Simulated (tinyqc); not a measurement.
Approximations to the ground state: Holstein polaron on two sites. Computed by tinyqc, a small Python program. Command: `OMP_NUM_THREADS=1 python tinyqc.py 3001905 3001906 out.jsonl holstein walk`. One thread of a shared host (Intel(R) Xeon(R) Processor @ 2.30GHz), about 0.01 s of CPU time with the checks.

One electron on sites 1 and 2: H = -t (c1+ c2 + c2+ c1) + hbar omega sum_i b_i+ b_i - g hbar omega sum_i n_i (b_i + b_i+). The symmetric phonon shifts the energy by -g^2 hbar omega/2 and drops out; with b = (b_1 - b_2)/sqrt(2) there remains H = -t sigma_x + hbar omega b+ b - (g hbar omega/sqrt(2)) sigma_z (b + b+). Parity splits it into blocks p = +1 and -1 over phonon numbers n. Zero-point energies are left out. Weights Z refer to mode b alone; the displaced symmetric mode multiplies the full zero-phonon weight by exp(-g^2/2).

Inputs (values chosen for the exercise, for a model dimer): hopping t = 9.2 meV; phonon energy hbar omega = 71.5 meV; coupling g = 0.172.

Method:
- Polaron binding energy E_p = g^2 hbar omega; ratio E_p/t (the adiabatic potential has two wells when it exceeds 1); adiabaticity hbar omega/t.
- Block p: H_nn = n hbar omega - p t (-1)^n - g^2 hbar omega/2, H_(n,n+1) = -(g hbar omega/sqrt(2)) sqrt(n + 1).
- Use 60 levels in both blocks; Z = c_0^2 is the weight of n = 0 in the ground state c; the splitting is the lowest odd level less the lowest even one, which without coupling is the smaller of 2t and hbar omega; <sigma_x> = sum (-1)^n c_n^2 measures the kinetic energy.
- Second order: E = -t - E_p/2 - (E_p/2) hbar omega/(hbar omega + 2t). Lang-Firsov: E = -E_p - t exp(-g^2). Variable displacement: E(x) = -E_p/2 - t exp(-g^2 x^2) - (E_p/2)(2x - x^2), minimised over 0 <= x <= 1. Adiabatic, classical lattice: E = -E_p/2 - t for E_p < t, else -E_p - t^2/(2 E_p); it leaves out the change of zero-point energy.

E_p = 2.115256 meV

E_p/t = 0.229919

ground-state energy = -11.1008 meV

hbar omega/t = 7.77174

splitting/(2t) = 0.968947

Ground-state energy (meV):
```
method                       E  E - exact
second order in g      -11.099    0.00202
Lang-Firsov            -11.047    0.05374
variable displacement  -11.100    0.00041
adiabatic, classical   -10.258    0.84318
```

best displacement x = 0.79838

What follows from these numbers?

Closest here is variable displacement (0.00 meV), furthest adiabatic, classical (+0.84 meV), at hbar omega/t = 7.77 and E_p/t = 0.23. Lang-Firsov and variable displacement are variational and lie above the exact value. The Lang-Firsov narrowing exp(-g^2) = 0.971 compares with the exact splitting ratio 0.969.

Extremes, crossings and ranges named in words are read from the listed rows.
